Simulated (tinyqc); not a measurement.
Inside a calculation. Method: UHF in the sto-3g basis, for BeH, spin multiplicity 2. This run ends on a higher stationary point, not on the lowest solution. Computed by tinyqc, a small Python program that keeps every step (integrals from PySCF). Settings: charge = 0, multiplicity = 2, basis = sto-3g, energy threshold = 1e-08, iteration cap = 61, orthogonalisation = symmetric, start = highest core orbitals, DIIS depth = 0, method = UHF. Command: `OMP_NUM_THREADS=1 python tinyqc.py 22578 22579 out.jsonl` (the two numbers bound the seeds that draw the settings). One thread of a shared host (Intel(R) Xeon(R) Processor @ 2.60GHz), about 0.1 s of CPU time with the checks.

Geometry (angstrom):
```
atom       x       y       z
Be    0.0000  0.0000  0.0000
H     0.0000  0.0000  1.3910
```

Stop when the energy changes by less than 1e-08 hartree and every element of the error matrix X^T (F D S - S D F) X (for each spin) is below 3e-05.

Course of the cycle:
```
iteration  E (hartree)     change  largest element of the error matrix
1            -3.694598          -                             6.67e-02
2           -14.053886  -1.04e+01                             1.84e-01
3           -14.717791  -6.64e-01                             1.63e-01
4           -14.814198  -9.64e-02                             2.88e-02
5           -14.815956  -1.76e-03                             1.11e-02
6           -14.816459  -5.03e-04                             7.58e-03
7           -14.816787  -3.28e-04                             5.96e-03
8           -14.817007  -2.19e-04                             4.79e-03
9           -14.817152  -1.46e-04                             3.86e-03
10          -14.817248  -9.61e-05                             3.12e-03
11          -14.817311  -6.30e-05                             2.51e-03
12          -14.817353  -4.11e-05                             2.02e-03
13          -14.817379  -2.67e-05                             1.62e-03
14          -14.817397  -1.73e-05                             1.30e-03
...                ...        ...                                  ...
18          -14.817423  -2.99e-06                             5.39e-04
19          -14.817425  -1.92e-06                             4.31e-04
20          -14.817426  -1.23e-06                             3.45e-04
21          -14.817427  -7.91e-07                             2.76e-04
22          -14.817427  -5.07e-07                             2.21e-04
23          -14.817428  -3.25e-07                             1.77e-04
24          -14.817428  -2.08e-07                             1.42e-04
25          -14.817428  -1.33e-07                             1.13e-04
26          -14.817428  -8.53e-08                             9.06e-05
27          -14.817428  -5.46e-08                             7.24e-05
28          -14.817428  -3.49e-08                             5.79e-05
29          -14.817428  -2.23e-08                             4.63e-05
30          -14.817428  -1.43e-08                             3.71e-05
31          -14.817428  -9.14e-09                             2.96e-05
```

Can the last value be used, and what does the course show?

No, though the log alone does not show it. Converged in 31 iterations. But the solution lies 0.11501 hartree above the reference: it is another stationary point, not the lowest one. Reruns (cap 100 unless said): DIIS 8: converged in 17; damping 0.5: converged in 38 to a higher stationary point; level shift 0.5: converged in 74 to a higher stationary point; atomic densities as start, DIIS 8: converged in 10. PySCF UHF in the same basis, after a stability check = -14.932439 hartree.
